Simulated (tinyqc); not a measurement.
RKS/PBE0 in the sto-3g basis, for H4, spin multiplicity 1, step by step. One step of it, computed by the program tinyqc.

Question. Iteration 2: diagonalisation and new density. Diagonalise F' = X^T F X, C = X C', fill 2 alpha and 2 beta electrons from the bottom; D = 2 C_occ C_occ^T. Each column has its largest component positive (the first on a tie).

extrapolated F (hartree):
```
           1H 1s      2H 1s      3H 1s      4H 1s
1H 1s   0.141799  -0.122164  -0.099084  -0.082639
2H 1s  -0.122164   0.148160  -0.084682  -0.095212
3H 1s  -0.099084  -0.084682  -0.485338  -0.543070
4H 1s  -0.082639  -0.095212  -0.543070  -0.483285
```

X:
```
           1H 1s      2H 1s      3H 1s      4H 1s
1H 1s   1.270021  -0.489375  -0.072231   0.007718
2H 1s  -0.489375   1.270021   0.007718  -0.072231
3H 1s  -0.072231   0.007718   1.270021  -0.489375
4H 1s   0.007718  -0.072231  -0.489375   1.270021
```

Give: F' = X^T F X; orbital energies; coefficients C; D after iteration 2.

Answer.

F' = X^T F X (hartree):
```
        1       2       3       4
1   0.425  -0.402  -0.076   0.015
2  -0.402   0.434   0.012  -0.072
3  -0.076   0.012  -0.211  -0.398
4   0.015  -0.072  -0.398  -0.209
```

orbital energies (hartree): MO1 -0.613, MO2 0.033, MO3 0.176, MO4 0.843

coefficients C:
```
         MO1     MO2     MO3     MO4
1H 1s  0.007   0.562   0.093  -1.238
2H 1s  0.005   0.545  -0.125   1.243
3H 1s  0.548  -0.062   1.227   0.221
4H 1s  0.543  -0.132  -1.223  -0.221
```

D after iteration 2:
```
        1H 1s   2H 1s   3H 1s   4H 1s
1H 1s   0.632   0.613  -0.062  -0.140
2H 1s   0.613   0.594  -0.062  -0.138
3H 1s  -0.062  -0.062   0.607   0.611
4H 1s  -0.140  -0.138   0.611   0.625
```
